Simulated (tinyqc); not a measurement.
From results back to parameters: tight-binding t2g bands of a cubic perovskite. Five cases, with inputs chosen for the exercise.

Problem. At Gamma the t2g levels lie at 0 and at (Dso + Dt)/2 -/+ sqrt((Dso + Dt)^2/4 - 2 Dso Dt/3), with Dso > 0 and here Dt < 0. The two levels other than 0 come from hidden values.

Find: Dso, Dt.

Method. The sum of the two levels is Dso + Dt and their product 2 Dso Dt/3, so Dso and Dt are the roots of y^2 - S y + 3P/2 = 0; the positive one is Dso.

Case 1.

levels (eV): -0.182537  0.302537

Solution.

Dso, Dt (eV): 0.354  -0.234

Case 2.

levels (eV): -0.011549  0.286549

Solution.

Dso, Dt (eV): 0.292  -0.017

Case 3.

levels (eV): -0.198266  0.285266

Solution.

Dso, Dt (eV): 0.338  -0.251

Case 4.

levels (eV): -0.251697  0.093697

Solution.

Dso, Dt (eV): 0.125  -0.283

Case 5.

levels (eV): -0.110822  0.023822

Solution.

Dso, Dt (eV): 0.033  -0.120

Computed by tinyqc, one run a case: `OMP_NUM_THREADS=1 python tinyqc.py N N+1 out.jsonl` with N = 1481971, 1481991, 1482169, 1482190, 1482358; one thread of a shared Intel(R) Xeon(R) Processor @ 2.30GHz, about 0.01 s a run at most.
